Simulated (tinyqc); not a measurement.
# Ionisation energy and compensation from two carrier densities

Problem. In a uniform sample n (n + Nk)/(A - Nk - n) = (NB(T)/gd) exp(-E/(kB T)), with NB(T) = NB (T/300 K)^1.5 and Nk the compensating density. Find Nk, E and A.

Inputs (values chosen for the exercise):
- NB = 2.31e18 cm^-3 (conduction-band density of states at the reference temperature)
- gd = 2 (degeneracy factor of the level)

Constants: q = 1.602176634e-19 C, kB = 1.380649e-23 J/K. Results are converted to the units shown.

T (K): 180  250
n (cm^-3): 1.0782504e17  1.3263420e17
net doping A - Nk = 1.82e17 cm^-3

Answer. For a trial Nk each temperature gives its own E; between 1e10 and 1e20 cm^-3 the two agree for one Nk only.

Nk = 1.800e16 cm^-3
E = 0.01670 eV
A = 2.000e17 cm^-3

Numbers from tinyqc (`OMP_NUM_THREADS=1 python tinyqc.py 2110093 2110094 out.jsonl`; about 0.01 s on one thread of a shared Intel Xeon 2.30GHz).
